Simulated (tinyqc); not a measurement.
Shortcuts against the integral: sheet resistance and Hall data of a diffused or implanted layer. Computed by tinyqc, a small Python program. Command: `OMP_NUM_THREADS=1 python tinyqc.py 3017155 3017156 out.jsonl layer walk`. One thread of a shared host (Intel(R) Xeon(R) Processor @ 2.30GHz), about 0.01 s of CPU time with the checks.

Carriers are taken equal to the net active doping down to the junction (full ionisation, which deep dopants in wide-gap hosts do not reach; no spill-over, no depletion), and the Hall factor is 1.

Inputs (values chosen for the exercise, modelled on nitrogen in 4H-SiC):

| quantity | value | unit |
|---|---|---|
| mu_min | 41.4 | cm^2/(V s) |
| mu_max | 927 | cm^2/(V s) |
| N_ref | 1.9e+17 | 1/cm^3 |
| exponent alpha | 0.6 | - |
| peak concentration N_0 | 9.9e+18 | 1/cm^3 |
| length scale l | 510 | nm |
| background doping N_B (opposite type) | 4e+16 | 1/cm^3 |

Profile: box. Activation: complete.

Constants: e = 1.602176634e-19 C.

Method:
- N(x) = N_0 down to x_j = l, dose N_0 l.
- Mobility mu = mu_min + (mu_max - mu_min)/(1 + (N_t/N_ref)^alpha), N_t = active doping + N_B; carriers n = active doping - N_B, all dopants active.
- Integrals from x_0 (0 unless stated) to x_j by the midpoint rule on 400 even intervals: 1/R_s = e int n mu dx; sheet density n_s = int n dx; Hall sheet density (int n mu dx)^2/int n mu^2 dx; Hall mobility int n mu^2 dx/int n mu dx.
- Mean conductivity 1/(R_s x_j); mean mobility 1/(e n_s R_s).
- Shortcuts: R_s = 1/(e Q mu) with the dose Q and the mobility at the (active) peak concentration; 1/(e n_s mu) with mu at N_t = n_s/x_j + N_B; 1/(e Q mu_max).

sheet resistance R_s = 106.261 ohm

dose = 5.04900e+14 1/cm^2

sheet density n_s = 5.02860e+14 1/cm^2

junction depth x_j = 510 nm

Sheet resistances:

| method | R_s (ohm) | deviation (%) |
|---|---|---|
| integral | 106.26 | 0.000 |
| dose, mobility at the peak | 105.83 | -0.404 |
| n_s, mobility at the mean concentration | 106.11 | -0.143 |
| dose, mu_max | 13.34 | -87.450 |

The closest shortcut is «n_s, mobility at the mean concentration» (-0.1 %). 

Extremes, crossings and ranges named in words are read from the listed rows.
